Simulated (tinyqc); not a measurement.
Image-sensor pixel with a pinned photodiode, signal and noise: effect of the temperature.

A buried n layer between a heavily doped p+ surface layer and a p layer is emptied into a floating diffusion, read through a source follower with correlated double sampling (reset noise cancelled). One-dimensional abrupt junctions; no blooming, lag or crosstalk.

Nc and Nv are given at 333 K and scale as (T/333 K)^1.5; all else is fixed. With k = 1 + Nn/Np, the two depletion regions meet at depth x = a sqrt(k)/(1 + sqrt(k)) from the p+ side; pinning voltage Vp = q Nn x^2/(2 eps0 eps_r) - Vb. Electrons in the diode at zero bias: Nn A [a - x0 (1 + 1/sqrt(k))], x0 = sqrt(2 eps0 eps_r Vb/(q Nn)). Floating-diffusion limit Cf dV/q; full well FW is the smaller of the two; conversion gain CG = q As/Cf; read noise in electrons vn/CG. QE = (1 - Rf)[exp(-al x1) - exp(-al x2)]. ni = sqrt(Nc Nv) exp(-Eg/(2 Vt)), Eg in volts; dark rates ni Wd A/tg (generation) and Jd ni^2 A (diffusion). Signal S = QE Ph; variance = S + dark rate x ti + (vn/CG)^2 + (pr S)^2; SNR = 20 log10(S/noise); dynamic range 20 log10(FW/noise at S = 0).

Parameters, values chosen for the exercise; material values close to those of silicon:
- Eg = 1.11 eV (band gap)
- eps_r = 11.7 (relative permittivity of the semiconductor)
- Nc = 3.25e19 cm^-3 (conduction-band density of states at the reference temperature)
- Nv = 3.04e19 cm^-3 (valence-band density of states at the reference temperature)
- A = 2.1 um^2 (photodiode area)
- Nn = 4.3e16 cm^-3 (doping of the buried n layer)
- a = 380 nm (thickness of that layer)
- Np = 1.7e16 cm^-3 (doping of the p layer below)
- Vb = 0.8 V (built-in voltage)
- Cf = 1.2 fF (floating-diffusion capacitance)
- dV = 0.6 V (usable swing of the floating diffusion)
- As = 0.81 (source-follower gain)
- vn = 240 uV (read noise at the output)
- al = 1.07 1/um (absorption coefficient (light near 500 nm))
- Rf = 0.06 (optical loss before the silicon)
- x1 = 0.08 um (dead layer)
- x2 = 2.5 um (depth of collection)
- tg = 0.0025 s (generation lifetime)
- Wd = 1.6 um (depleted depth)
- Jd = 1.9e6 x 1e-20 cm^4/s (diffusion dark flux per ni^2)
- pr = 0.5 % (gain non-uniformity)
- ti = 5 ms (exposure)
- Ph = 3500 (photons on the photodiode per exposure)

Constants: q = 1.602176634e-19 C, kB = 1.380649e-23 J/K, Vt = kB T/q, eps0 = 8.8541878128e-14 F/cm where lengths are in cm. Results are converted to the units shown.

The same in every row: Vp (V) = 1.2450; FW (electrons) = 4493.9; read noise (electrons) = 2.2192; QE = 0.79811.

Result of one run:
```
dark rate (electrons/s)  SNR (dB)  dynamic range (dB)
14.746                     34.161              66.064
```

Which temperature T gave this result: 253, 298, 328 or 343 K?

T = 298 K.

The whole series:
```
T (K)  dark rate (electrons/s)  SNR (dB)  dynamic range (dB)
253                    0.24614    34.161              66.127
268                     1.1157    34.161              66.124
283                     4.3305    34.161              66.109
298                     14.746    34.161              66.064
313                     45.013    34.161              65.934
328                     125.85    34.160              65.606
343                     330.37    34.159              64.872
358                     840.08    34.155              63.450
```

As T goes from 253 to 358 K, the SNR stays near 34.2 dB and the dynamic range falls from 66.1 to 63.4 dB. The dark rate rises from 0.246 to 840 electrons/s; it doubles every 6.9 K between the first two rows and every 11 K between the last two.

tinyqc, about 0.01 s, one thread, Intel Xeon 2.30GHz (shared host): `OMP_NUM_THREADS=1 python tinyqc.py 2630110 2630111 out.jsonl`
